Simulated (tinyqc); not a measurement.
Regular and subregular solution with a miscibility gap: one step, computed by the program tinyqc.

Per mole of mixing sites: G(x) = x (1 - x) [L0 + L1 (1 - 2x)] + R T [x ln x + (1 - x) ln(1 - x)], x the fraction of B.

Task: Lever rule at x0. Inside the gap the B-rich phase has the fraction f = (x0 - x1)/(x2 - x1), and the gain is (1 - f) G(x1) + f G(x2) - G(x0); outside it one phase remains.

Inputs (values chosen for the exercise, for a model alloy): asymmetry L1 = 0 kJ/mol; temperature T = 1118 K; overall fraction x0 = 0.61.

solubility limit x1 = 0.1175085

solubility limit x2 = 0.8824915

L0 = 24.5 kJ/mol

Constants: R = 8.314462618 J/(mol K).

Give: fraction f of the B-rich phase; free energy of decomposition.

Result:

fraction f of the B-rich phase = 0.6438

free energy of decomposition = -435.9 J/mol
